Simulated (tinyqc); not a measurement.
The 3-omega method: a line heater on a substrate with a thin film: one step, computed by the program tinyqc.

A current at angular frequency omega = 2 pi f heats the line at 2 omega with the amplitude P per length; the temperature swing Delta T at 2 omega gives a voltage at 3 omega. The substrate is taken as semi-infinite and isotropic, and the heat capacity of heater and film is left out.

Question. The film adds a constant step. One-dimensional flow across the film: Delta T_f = P (t/kappa_f + R_i)/(2 b); total in-phase swing Delta T = Delta T_s + Delta T_f; third-harmonic amplitude V_3 = V_1 beta |Delta T|/2 with the out-of-phase part included; the apparent film conductivity is t/(t/kappa_f + R_i).

Inputs (values chosen for the exercise, modelled on silica on sapphire):
```
quantity                                    value        unit
heater half-width b                           8.4  micrometre
power amplitude per length P                   18         W/m
film thickness t                              430          nm
film conductivity kappa_f                     1.5     W/(m K)
interface resistance R_i                       10    m^2 K/GW
temperature coefficient of resistance beta    1.7      1e-3/K
voltage amplitude V_1                         1.6           V
```

in-phase Delta T_s = 0.3742019 K

out-of-phase Delta T_s = -0.1267949 K

Give: Delta T_f; total in-phase swing; V_3; apparent film conductivity; film share of the in-phase swing.

Answer.

Delta T_f = 0.31786 K

total in-phase swing = 0.69206 K

V_3 = 0.95687 mV

apparent film conductivity = 1.4494 W/(m K)

film share of the in-phase swing = 0.45929

The interface lowers the apparent conductivity by 3 %. The film gives a large part of the signal.
